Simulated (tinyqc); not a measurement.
# Worked calculation: a barrier in a uniform field, exact transmission by Airy functions

tinyqc, about 0.01 s, one thread, Intel Xeon 2.30GHz (shared host): `OMP_NUM_THREADS=1 python tinyqc.py 2580001 2580002 out.jsonl` Printed values are rounded.

The left lead has its band edge at 0, the barrier edge falls as U(x) = U0 - F x with F = V/d for 0 < x < d, and the right lead has its edge at -V. No transverse momentum; C = hbar^2/(2 m0); psi and psi'/m are continuous. M carries (psi, psi'/m) across the barrier.

Parameters, values chosen for the exercise; U0 - E and the mass are of the order of those of hafnium oxide on silicon: mass in the left lead mL = 0.38 m0; barrier edge at x = 0 U0 = 1.89 eV; mass in the barrier m1 = 0.21 m0; electron energy E = 0.33 eV; barrier width d = 3 nm; voltage across the barrier V = 0.96 V; mass in the right lead mR = 0.38 m0.

Constants: q = 1.602176634e-19 C, hbar = 1.054571817e-34 J s, m0 = 9.1093837015e-31 kg, hbar^2/(2 m0) = 0.0380998212 eV nm^2. Results are converted to the units shown.

Range of the model: Masses are held fixed, although real bands cease to be parabolic a few tenths of an eV from their edges.

## Scaled variables

Energy scale e = (C F^2/m1)^(1/3), z(x) = (U(x) - E)/e, s = (dz/dx)/m1 = -F/(e m1); v = k/m in a lead. vL = sqrt(mL E/C)/mL, vR = sqrt(mR (E + V)/C)/mR.

F = 0.32 V/nm
e = 0.2648507 eV
z1 = 5.890110
z2 = 2.265427
s = -5.753465 1/nm
vL = 4.774234 1/nm
vR = 9.439339 1/nm

Both z are positive: the whole barrier is forbidden.

## Airy functions at the edges

Ai and Bi solve y'' = z y, with Wronskian Ai Bi' - Ai' Bi = 1/pi.

Airy functions:
```
,Ai,Ai',Bi,Bi'
z1,1.306215e-5,-3.223363e-5,5024.373,11970.16
z2,0.02307846,-0.03694477,4.659662,6.333167
```

## Transfer matrix

With a = Ai, a' = Ai', b = Bi, b' = Bi' at z1 (left edge) and z2 (right edge): M11 = pi (a2 b1' - b2 a1'), M12 = (pi/s)(b2 a1 - a2 b1), M21 = pi s (a2' b1' - b2' a1'), M22 = pi (b2' a1 - a2' b1).

M (M12 in nm, M21 in 1/nm):
```
,1,2
1,867.8746,63.31531
2,7993.413,583.1562
```

## Transmission, exact and WKB

With M acting on (psi, psi'/m) and v = k/m in each lead, T(E) = 4 vL vR/[(vL vR M12 - M21)^2 + (vR M11 + vL M22)^2]. WKB: exp(-S), S = (4/(3 F)) sqrt(m1/C) [max(U0 - E, 0)^1.5 - max(U0 - F d - E, 0)^1.5].

T(E) = 1.227117e-6
S = 14.51368
exp(-S) = 4.974945e-7
ratio T(E)/exp(-S) = 2.466594

The exact value is 2.47 times the WKB one.
